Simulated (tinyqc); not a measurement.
# Chemical-mechanical planarisation: Preston law, pattern density and step-height reduction, step by step

A worked calculation. Computed by tinyqc, a small Python program that keeps every step. Command: `OMP_NUM_THREADS=1 python tinyqc.py 3013352 3013353 out.jsonl cmp walk`. One thread of a shared host (Intel(R) Xeon(R) Processor @ 2.30GHz), about 0.01 s of CPU time with the checks. Intermediate numbers are printed to about 6 digits and carried at full precision; extremes and crossings named in words are read from the listed rows.

A row of 12 cells, repeated periodically, holds raised features that cover a share rho of each cell.

Inputs (values chosen for the exercise, close to those used for oxide polishing):
```
quantity                          value  unit
Preston coefficient K           2.8e-13  1/Pa
pressure P                           15   kPa
platen and carrier speed             80   rpm
distance between the centres         20    cm
initial step height h0              260    nm
contact height h_c                   22    nm
film above the raised areas z0      550    nm
cell size                           2.2    mm
planarisation length                5.3    mm
polish time t                        25     s
```

local pattern densities, cell by cell: 0.4  0.4  0.3  0.2  0.1  0.6  0.25  0.3  0.7  0.9  0.25  0.1

## Blanket rate

With equal rotation speeds the relative speed is uniform, v = omega r_c; Preston rate R0 = K P v.

relative speed v = 1.67552 m/s

blanket rate R0 = 7.03717 nm/s

## Effective density

The stiff pad averages the density: rho_eff(i) = sum_j w_ij rho_j / sum_j w_ij, w = exp(-2 d^2/L^2), L the planarisation length and d the distance between cell centres, summed over all periodic images of cell j.

normalised weights (images included) for cells 0, 1, 2, ... apart: 0.331197  0.234653  0.083453  0.014898  0.001335  0.000060  0.000003

effective densities: 0.313216  0.329047  0.293048  0.253832  0.278700  0.339247  0.377903  0.453118  0.566282  0.565423  0.420463  0.309722

Local densities span 0.1 to 0.9, effective ones 0.254 to 0.566.

## State at time t

While h > h_c only raised areas polish, at R0/rho_eff, until t_c = rho_eff (h0 - h_c)/R0. After that h = h_c exp(-(t - t_c)/tau), tau = rho_eff h_c/R0; low areas polish at R0 (1 - h/h_c) and raised areas at R0 [1 + (1 - rho_eff) h/(rho_eff h_c)]. Removed from raised areas after t_c: h0 - h_c + R0 (t - t_c) + (1 - rho_eff)(h_c - h); from low areas: R0 (t - t_c) - rho_eff (h_c - h). Film left = z0 less the removal from raised areas.

Cells:
```
cell   rho_eff  t_c (s)  step h (nm)  removed, raised (nm)  removed, low (nm)  film left on raised areas (nm)
1     0.313216  10.5931     0.000009               354.493             94.493                         195.507
2     0.329047  11.1285     0.000031               350.377             90.377                         199.623
3     0.293048   9.9110     0.000002               359.737             99.737                         190.263
4     0.253832   8.5847     0.000000               369.933            109.933                         180.067
5     0.278700   9.4257     0.000000               363.467            103.467                         186.533
6     0.339247  11.4735     0.000064               347.725             87.725                         202.275
7     0.377903  12.7809     0.000709               337.674             77.675                         212.326
8     0.453118  15.3246     0.023775               318.106             58.129                         231.894
9     0.566282  19.1519     0.808694               288.345             29.154                         261.655
10    0.565423  19.1228     0.791533               288.575             29.367                         261.425
11    0.420463  14.2202     0.006037               326.605             66.611                         223.395
12    0.309722  10.4749     0.000007               355.401             95.401                         194.599
```

range of film left across the row = 81.5878 nm

largest remaining step = 0.808694 nm

thinnest film left = 180.067 nm

12 of 12 cells have reached contact. The cell with the lowest rho_eff has lost the most film from its raised areas.

## Local against global planarity over time

Times are multiples of h0/R0; the range is the largest minus the smallest removal from raised areas.

Steps and range (nm):
```
multiple    t (s)  largest step  smallest step  range across the row  mean removal from raised areas
0.10       3.6947       214.086        157.570                56.517                          73.914
0.20       7.3893       168.173         55.140               113.033                         147.828
0.30      11.0840       122.259          0.943               133.559                         216.288
0.45      16.6260        53.389          0.001               104.392                         275.012
0.60      22.1680         4.004          0.000                82.974                         318.202
0.80      29.5573         0.062          0.000                81.264                         370.496
1.00      36.9467         0.001          0.000                81.237                         422.500
1.30      48.0307         0.000          0.000                81.237                         500.500
1.70      62.8094         0.000          0.000                81.237                         604.500
```

Local steps shrink to 0.01 nm or less, but the range across the row reaches up to 133.6 nm among these rows and ends at 81.2 nm, against the limit (largest - smallest rho_eff) h0 = 81.2 nm: once flat, all cells polish alike and the difference stays. Evener density (dummy fill), a longer planarisation length or a smaller initial step reduces it. Caution: in the last rows the removal passes z0 somewhere, so they describe a thicker film than the one given.

Checks made by the program: volume removed per cell equals R0 t (relative difference below 1e-10).
